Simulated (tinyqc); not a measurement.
Strained Delta valleys, repopulation and conductivity mass: mobility against stress.

A cubic crystal with three pairs of conduction valleys along x, y and z under uniaxial stress X along [001] (X > 0 is tension); current along [110]. Non-degenerate electrons, fixed total density, one relaxation time for all valleys and stresses, masses unchanged by strain, so the mobility goes as the mean inverse mass.

Stress s_ij = X a_i a_j with a the unit vector along [001]; strain e_ii = s11 s_ii + s12 (s_jj + s_kk), e_ij = s44 s_ij/2. Valley shift dE = Xu (n.e.n - trace(e)/3) with n the valley axis; share f proportional to exp(-dE/Vt). Inverse mass along the current d = [110]: (n.d)^2/ml + (1 - (n.d)^2)/mt; mu/mu0 = sum f (1/m) over the plain mean of 1/m. The linear estimate is 1 - pi X with pi the small-stress slope -d(mu/mu0)/dX.

Values chosen for this exercise; values close to those of silicon:
- T = 273 K (temperature)
- s11 = 7.53 1/TPa (compliance)
- s12 = -2.12 1/TPa (compliance)
- s44 = 12.6 1/TPa (compliance)
- Xu = 8.7 eV (shear deformation potential)
- ml = 0.938 m0 (longitudinal mass)
- mt = 0.192 m0 (transverse mass)

Constants: q = 1.602176634e-19 C, kB = 1.380649e-23 J/K, Vt = kB T/q. Results are converted to the units shown.

Result of one run:
```
X (MPa),splitting (meV),largest share,mu/mu0,linear estimate
-700,58.77,0.8588,1.284,1.300
```

What becomes of these results when the uniaxial stress (tension positive) X is changed from -700 to -400 MPa, all else the same?

Result of the changed run:
```
X (MPa),splitting (meV),largest share,mu/mu0,linear estimate
-400,33.58,0.6758,1.185,1.172
```

The whole series:
```
X (MPa),splitting (meV),largest share,mu/mu0,linear estimate
-25,2.099,0.3534,1.011,1.011
-50,4.198,0.3741,1.022,1.021
-100,8.396,0.4167,1.045,1.043
-200,16.79,0.5051,1.093,1.086
-400,33.58,0.6758,1.185,1.172
-700,58.77,0.8588,1.284,1.300
-1000,83.95,0.9466,1.332,1.429
-1500,125.9,0.9906,1.356,1.644
-2500,209.9,0.9997,1.361,2.073
```

The ratio mu/mu0 rises from 1.01 to 1.36; pi = 42.9e-11 1/Pa. The linear estimate of the change is 0.9858 times the computed change in the first row and 2.98 times it in the last: once the splitting is several Vt (Vt = 23.5 meV) the upper valleys are nearly empty and little is left to move. At X = -2500 MPa the stress passes 1.5 GPa, where intervalley scattering and masses change too.

Numbers from tinyqc (`OMP_NUM_THREADS=1 python tinyqc.py 2530142 2530143 out.jsonl`; about 0.01 s on one thread of a shared Intel Xeon 2.30GHz).
